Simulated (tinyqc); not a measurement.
From time t_V to close the V back to width w (mask opening along <110>, or membrane width in the design step): anisotropic wet etching of Si(100): plane rates, V-grooves, membranes and undercut. Computed by tinyqc, a small Python program. Command: `OMP_NUM_THREADS=1 python tinyqc.py 3011840 3011841 out.jsonl wetetch inv`. One thread of a shared host (Intel(R) Xeon(R) Processor @ 2.30GHz), about 0.02 s of CPU time with the checks.

A long slot opens the mask on a (100) wafer. The floor etches at R100; (111) walls stand at theta = arctan(sqrt2) = 54.7356 degrees to the surface and recede at R111 along their normal.

Inputs (values chosen for the exercise, close to those used for potassium hydroxide solutions):

| quantity | value | unit |
|---|---|---|
| prefactor k0 of the (100) rate | 3.8e+08 | um/min |
| activation energy of (100), E | 0.598 | eV |
| ratio (100)/(111) at 80 C | 300 | - |
| extra energy of (111), dE | 0.1 | eV |
| ratio (100)/oxide at 80 C | 180 | - |
| extra energy of the oxide, dE_ox | 0.25 | eV |
| bath temperature T | 45 | C |
| misalignment of the mask | 1 | degrees |
| etch time t | 230 | min |

Constants: k_B = 8.617333262e-05 eV/K.

Method:
- R100 = k0 exp(-E/(k_B T)); a ratio given at 80 C scales as exp[(extra energy/k_B)(1/T - 1/353.15 K)]; R111 and R_ox follow by division.
- Temperatures in kelvin are T(C) + 273.15.
- A misaligned edge exposes ledges and adds R100 sin(misalignment) to the lateral rate (a simple estimate): u = R111/sin(theta) + R100 sin(misalignment). Top width W = w + 2 u t; floor width b = W - 2 z/tan(theta) = W - sqrt2 z. The floor lasts until b = 0, at t_V = w/(sqrt2 R100 - 2u); depth z = R100 t before t_V and W/sqrt2 after.

Task: A run gave the result below. Find the width w (mask opening along <110>, or membrane width in the design step), known to lie between 210 and 510 um.

time t_V to close the V = 2190.523 min

Result:

Each step takes the trial c = (a f_b - b f_a)/(f_b - f_a), f being the result less the target and a, b, c the logarithms of the listed values; c replaces end b, the old b replaces a if the sign of f changed, and otherwise f_a is halved.

Scan of the range:

| width w (mask opening along <110>, or membrane width in the design step) (um) | time t_V to close the V (min) |
|---|---|
| 210 | 1195.14 |
| 243 | 1382.95 |
| 282 | 1604.90 |
| 327 | 1861.01 |
| 379 | 2156.95 |
| 440 | 2504.11 |
| 510 | 2902.49 |

False position (Illinois rule, in the logarithm of the input) inside the bracket:

| step | end a | end b | trial | time t_V to close the V (min) |
|---|---|---|---|---|
| 1 | 379.000 | 440.000 | 384.510 | 2188.31 |
| 2 | 440.000 | 384.510 | 384.874 | 2190.38 |
| 3 | 440.000 | 384.874 | 384.922 | 2190.65 |
| 4 | 384.874 | 384.922 | 384.900 | 2190.52 |
| 5 | 384.922 | 384.900 | 384.900 | 2190.52 |

Time t_V to close the V rises at every point of a 13-point scan of the range (every second point is shown), so one value fits; it is bracketed by 379 and 440. The scan shows a pure power law with exponent 1.0000, so scaling from any one row also gives the answer directly. Answer: width w (mask opening along <110>, or membrane width in the design step) = 384.9 um.
